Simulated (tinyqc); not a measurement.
Worked calculation: coherent transport through a tight-binding region between two chains. One step of it, computed by the program tinyqc.

Task: Transmission at E = -0.82 eV. Surface Green function g = (E - i sqrt(4 t^2 - E^2)) / (2 t^2); self-energy tc^2 g on each contact site; G = (E - H - Sigma)^(-1); Gamma = -2 Im Sigma; T = Gamma_L Gamma_R |G_LR|^2; local density of states -Im G_ii / pi.

H of the central region (eV):
```
           1          2          3          4          5
1   0.000000  -1.860000   0.000000   0.000000  -1.860000
2  -1.860000   0.000000  -1.860000   0.000000   0.000000
3   0.000000  -1.860000   0.000000  -1.860000   0.000000
4   0.000000   0.000000  -1.860000   0.000000  -1.860000
5  -1.860000   0.000000   0.000000  -1.860000   0.000000
```

Leads: semi-infinite chains with site energy 0:
```
parameter                           value
lead hopping t (eV)              1.430000
coupling to the left lead (eV)   0.910000
coupling to the right lead (eV)  1.420000
left contact site                       1
right contact site                      5
```

E = -0.820000 eV

Give: g; G; local density of states; transmission.

Result:

g = -0.2005-0.6699i 1/eV

G (1/eV):
```
                 1                2                3                4
1   0.6695-0.3696i   0.6049-0.1563i  -0.4028+0.3007i  -0.7825+0.2889i
2   0.6049-0.1563i   0.5484-0.5368i   0.1745-0.0804i  -0.4715+0.5013i
3  -0.4028+0.3007i   0.1745-0.0804i   0.4798-0.3362i   0.5747-0.0678i
4  -0.7825+0.2889i  -0.4715+0.5013i   0.5747-0.0678i   0.7249-0.5312i
5   0.0579-0.1734i  -0.3824+0.3014i  -0.2264+0.3063i   0.2825-0.1664i

                 5
1   0.0579-0.1734i
2  -0.3824+0.3014i
3  -0.2264+0.3063i
4   0.2825-0.1664i
5   0.3510-0.3796i
```

local density of states (1/eV): 0.1177  0.1709  0.1070  0.1691  0.1208

transmission = 0.1002
